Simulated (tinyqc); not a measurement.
Inside a calculation. Method: RKS/PBE0 in the sto-3g basis, for H3-, spin multiplicity 1. The basis has no diffuse functions, so it cannot describe the extra electron: this is an exercise in the method, not the real anion. One step of it, computed by the program tinyqc.

Task: Iteration 17 (converged): orbitals. Diagonalise F' = X^T F X, C = X C', fill 2 alpha and 2 beta electrons from the bottom; D = 2 C_occ C_occ^T. Each column has its largest component positive (the first on a tie).

converged F (hartree):
```
           1H 1s      2H 1s      3H 1s
1H 1s   0.138600  -0.112496  -0.112323
2H 1s  -0.112496   0.231125  -0.076997
3H 1s  -0.112323  -0.076997   0.231691
```

X:
```
           1H 1s      2H 1s      3H 1s
1H 1s   1.408666  -0.430956  -0.430343
2H 1s  -0.430956   1.190656   0.060695
3H 1s  -0.430343   0.060695   1.190154
```

Give: F' = X^T F X; orbital energies; coefficients C; D after iteration 17.

Result:

F' = X^T F X (hartree):
```
         1        2        3
1   0.6051  -0.4073  -0.4068
2  -0.4073   0.4644   0.0709
3  -0.4068   0.0709   0.4645
```

orbital energies (hartree): MO1 -0.0065, MO2 0.3936, MO3 1.1470

coefficients C:
```
          MO1      MO2      MO3
1H 1s  0.5220   0.0003   1.4432
2H 1s  0.3495  -0.7985  -0.9205
3H 1s  0.3485   0.7992  -0.9193
```

D after iteration 17:
```
        1H 1s    2H 1s    3H 1s
1H 1s  0.5450   0.3643   0.3644
2H 1s  0.3643   1.5194  -1.0326
3H 1s  0.3644  -1.0326   1.5203
```
